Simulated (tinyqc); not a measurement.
Capacitance shares from swing and barrier lowering.

Inverse problem. Below threshold the charge is negligible, so the band edge moves as -(aG Vg + aD Vd), aG = CG/CS, aD = CD/CS (CG, CD the capacitances of the barrier top to gate and drain, CS the total), and I goes as exp((aG Vg + aD Vd)/Vt) once Vd is well above Vt. Find aG, aD, CS and CD.

Values chosen for this exercise:
- T = 77 K (temperature)

Constants: q = 1.602176634e-19 C, kB = 1.380649e-23 J/K, Vt = kB T/q. Results are converted to the units shown.

swing = 19.098063 mV/decade
DIBL = 82.5 mV/V
CG = 2.0752003 uF/cm^2

Answer. The swing is Vt ln 10/aG and the DIBL, -dVg/dVd at fixed current, is aD/aG.

aG = 0.800
aD = 0.0660
CS = 2.59 uF/cm^2
CD = 0.171 uF/cm^2

Numbers from tinyqc (`OMP_NUM_THREADS=1 python tinyqc.py 2400012 2400013 out.jsonl`; about 0.01 s on one thread of a shared Intel Xeon 2.30GHz).
